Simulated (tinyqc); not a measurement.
Six-band Luttinger-Kohn model with strain: one step. Strain from a uniaxial [111] stress. Two cases, with inputs chosen for the exercise.

Task: s11 = (C11 + C12)/((C11 - C12)(C11 + 2 C12)), s12 = -C12/((C11 - C12)(C11 + 2 C12)), s44 = 1/C44; exx = s11 sxx + s12 (syy + szz) and cyclic, exy = s44 sxy/2; tension is positive. A uniaxial stress X along the unit vector n is s_ij = X n_i n_j.

Case 1.

Values chosen (near those of GaSb; the results hold for these values, not for the real material): C11 = 88.4 GPa; C12 = 40.6 GPa; C44 = 43.3 GPa; load = uniaxial [111] (kind of stress); X = -0.51 GPa (stress).

Case 2.

Values chosen (near those of InSb; the results hold for these values, not for the real material): C11 = 68.8 GPa; C12 = 37.2 GPa; C44 = 31 GPa; load = uniaxial [111] (kind of stress); X = 2.44 GPa (stress).

Give: s11, s12, s44; strain tensor.

Result:

Case 1.

s11, s12, s44 (1/TPa): 15.9124  -5.0081  23.0947

strain tensor:
```
           x          y          z
x  -0.001002  -0.001963  -0.001963
y  -0.001963  -0.001002  -0.001963
z  -0.001963  -0.001963  -0.001002
```

The volume changes by -0.301 %; there is shear in the cubic axes, so d enters.

Case 2.

s11, s12, s44 (1/TPa): 23.4248  -8.2208  32.2581

strain tensor:
```
          x         y         z
x  0.005680  0.013118  0.013118
y  0.013118  0.005680  0.013118
z  0.013118  0.013118  0.005680
```

The volume changes by +1.704 %; there is shear in the cubic axes, so d enters.

Computed by tinyqc, one run a case: `OMP_NUM_THREADS=1 python tinyqc.py N N+1 out.jsonl` with N = 1080096, 1080705; one thread of a shared Intel(R) Xeon(R) Processor @ 2.30GHz, about 0.07 s a run at most.
